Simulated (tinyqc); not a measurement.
Photoconductance decay in a wafer: bulk and surface recombination modes, and iron detection by pair splitting: one step, computed by the program tinyqc. Command: `OMP_NUM_THREADS=1 python tinyqc.py 3114216 3114217 out.jsonl pcd walk`. One thread of a shared host (Intel(R) Xeon(R) Processor @ 2.30GHz), about 0.01 s of CPU time with the checks.

Both faces of the wafer have the same S; injection is low and all coefficients are constant. x runs from -W/2 to W/2.

Question. Effective lifetime. Even modes cos(a x) obey b tan b = S W/(2 D) with b = a W/2, odd modes sin(a x) obey -b cot b = S W/(2 D); each decays at the rate 1/tau_b + D a^2. tau_eff is the decay time of the first mode. The surface time is 1/(D a^2) of that mode; shortcuts for it are W/(2 S), W^2/(pi^2 D) and their sum, whose error is sum/surface time - 1.

Inputs (values chosen for the exercise, modelled on p-type silicon):

| quantity | value | unit |
|---|---|---|
| thickness W | 725 | micrometre |
| diffusivity D | 23.9 | cm^2/s |
| bulk lifetime tau_b without iron | 67 | microsecond |
| surface recombination velocity S | 77000 | cm/s |

Give: tau_eff; surface time; W/(2 S); W^2/(pi^2 D); error of the sum; tau_eff/tau_b.

Answer.

tau_eff = 16.94 microsecond

surface time = 22.67 microsecond

W/(2 S) = 0.4708 microsecond

W^2/(pi^2 D) = 22.28 microsecond

error of the sum = 0.3863 %

tau_eff/tau_b = 0.2528

The surfaces are fast, and diffusion to them sets the surface time. tau_eff is only 0.25 of tau_b, so it understates the bulk lifetime.
